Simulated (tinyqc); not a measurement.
Length of a polyene: Hueckel, PPP and singles CI along the polyenes. Computed by the program tinyqc. Hueckel uses the same beta without repulsion; CIS keeps all single excitations and so misses the low, doubly excited 2Ag state. W is the valence ionisation energy of a centre, MN the Mataga-Nishimoto formula, f the oscillator strength.

All-trans chains of carbon centres 1.40 angstrom apart:
```
parameter                               value
beta (eV), times 1 +/- alternation  -2.380000
alternation                          0.100000
W (eV)                              11.160000
gamma_rr (eV)                       10.230000
repulsion formula                          MN
```

Gaps and excitations (eV):
```
centres  Hueckel gap  PPP orbital gap  bright singlet (CIS)       f  lowest triplet (CIS)
2             5.2360          10.3649                7.7866  0.6676                2.6854
6             2.7285           7.0450                4.5919  1.4182                1.4866
8             2.2847           6.3984                4.0104  1.7844                1.2868
10            2.0019           5.9789                3.6352  2.1284                1.1672
```

Estimate the missing row, centres = 4.

Computed row:
```
centres  Hueckel gap  PPP orbital gap  bright singlet (CIS)       f  lowest triplet (CIS)
4             3.5152           8.1440                5.5961  1.0254                1.8590
```

The Hueckel gap tends to 4 x alternation x |beta| = 0.95 eV for long chains. Exchange opens the PPP orbital gap, and the attraction of electron and hole brings the bright state 2.34 eV below it at 10 centres; the triplet lies 2.47 eV lower still.
